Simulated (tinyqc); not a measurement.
Changing the temperature T: leakage through a gate insulator: direct, Fowler-Nordheim, trap-assisted and Poole-Frenkel currents. Computed by tinyqc, a small Python program. Command: `OMP_NUM_THREADS=1 python tinyqc.py 3028140 3028141 out.jsonl oxideleak sweep`. One thread of a shared host (Intel(R) Xeon(R) Processor @ 2.30GHz), about 0.01 s of CPU time with the checks.

Electrons enter from the cathode Fermi level at x = 0; the conduction band of the insulator lies phi_b - e F x above it, F = V/t. WKB exponents use a parabolic band with mass m.

Inputs (values chosen for the exercise, with an insulator like SiO2):

| quantity | value | unit |
|---|---|---|
| thickness t | 2 | nm |
| barrier phi_b | 3 | eV |
| tunnelling mass m | 0.45 | m_0 |
| static constant eps_ox | 3.99 | - |
| optical constant eps_opt | 2.12 | - |
| voltage across the insulator V | 0.76 | V |
| trap depth phi_t | 2.3 | eV |
| trap density N_t | 5.3e+17 | cm^-3 |
| attempt rate nu_0 | 2e+13 | 1/s |
| activation of capture E_a | 0.054 | eV |

Constants: hbar^2/(2 m_0) = 3.80998212 eV angstrom^2; e = 1.602176634e-19 C; hbar = 1.054571817e-34 J s; k_B = 8.617333262e-05 eV/K; eps_0 = 8.8541878128e-12 F/m.

Method:
- For a level a distance phi(x) below the band, the WKB exponent is 2 int kappa dx with kappa = sqrt(m phi/(hbar^2/2m_0)); for a linear barrier from phi_1 down to phi_2 = max(phi_1 - e F d, 0) it is G = (4/3) sqrt(m/(hbar^2/2m_0)) (phi_1^(3/2) - phi_2^(3/2))/(e F).
- J_tun = e^3 F^2/(16 pi^2 hbar m phi_b) x exp(-G) / [1 - sqrt(phi_2/phi_b)]^2 with the free-electron mass in the cathode (m in m_0), phi_2 = max(phi_b - e V, 0): direct tunnelling for e V < phi_b, Fowler-Nordheim above. Image forces, back-flow and the limit on supply are left out, so J_tun is overstated below about 0.5 V.
- Equivalent oxide thickness = 3.9 t/eps_ox.
- A trap at depth x lies phi_t below the band. Capture: tunnel at the cathode Fermi level from 0 to x (G_in from phi_1 = phi_b), rate nu_0 exp(-G_in - E_c/k_B T) with E_c = E_a + max(phi_b - phi_t - e F x, 0), the last term being the height of the trap above the cathode Fermi level. Emission: tunnel from the trap level to the anode (G_out from phi_1 = phi_t over t - x), rate nu_0 exp(-G_out - E_a/k_B T). Re-emission to the cathode follows from detailed balance, rate_back = rate_in exp(dE/k_B T) with dE = phi_b - phi_t - e F x. Each trap passes R = rate_in rate_out/(rate_in + rate_back + rate_out) electrons per second; filling from the anode is left out.
- J_TAT = e N_t int_0^t R dx by the midpoint rule on 400 intervals; the most effective depth is the midpoint with the largest R, rounded to 0.01 nm.
- Poole-Frenkel emission over the lowered barrier of a charged trap: lowering sqrt(e F/(pi eps_opt eps_0)); J_PF = e N_t^(2/3) nu_0 exp(-(phi_t - lowering)/k_B T), one sheet of traps emitting with supply unlimited (an upper bound).

One run for each value:

| temperature T (K) | trap-assisted current J_TAT (A/cm^2) | Poole-Frenkel bound J_PF (A/cm^2) | tunnelling current J_tun (A/cm^2) | most effective depth (nm) |
|---|---|---|---|---|
| 200 | 1.379e-06 | 9.304e-27 | 0.1975 | 1.84 |
| 240 | 2.903e-06 | 2.296e-21 | 0.1975 | 1.84 |
| 290 | 6.454e-06 | 1.022e-16 | 0.1975 | 1.84 |
| 330 | 1.190e-05 | 5.175e-14 | 0.1975 | 1.84 |
| 370 | 2.198e-05 | 6.818e-12 | 0.1975 | 1.84 |
| 410 | 4.040e-05 | 3.466e-10 | 0.1975 | 1.84 |
| 460 | 8.367e-05 | 1.800e-08 | 0.1975 | 1.05 |
| 500 | 1.436e-04 | 2.402e-07 | 0.1975 | 1.03 |

Describe and explain the trends.

Over the rows, trap-assisted current J_TAT (A/cm^2) rises from 1.38e-6 to 1.44e-4 (exponent d ln y / d ln x 4.1 between the first rows and 6.5 between the last); Poole-Frenkel bound J_PF (A/cm^2) rises from 9.30e-27 to 2.40e-7 (exponent d ln y / d ln x 68 between the first rows and 31 between the last); tunnelling current J_tun (A/cm^2) does not change. The exponent of tunnelling current J_tun stays at 0: tunnelling from the Fermi level does not depend on T in this formula. Arrhenius lines give 0.131 eV for J_TAT (E_a = 0.054 eV, more where the traps lie above the cathode Fermi level) and 1.284 eV for J_PF, the lowered depth.

Caution (all rows): the film is too thin for the Poole-Frenkel picture (the lowering is a large part of the whole drop, or the traps are further apart than the film is thick), so J_PF is only nominal.

Extremes, crossings and ranges named in words are read from the listed rows.
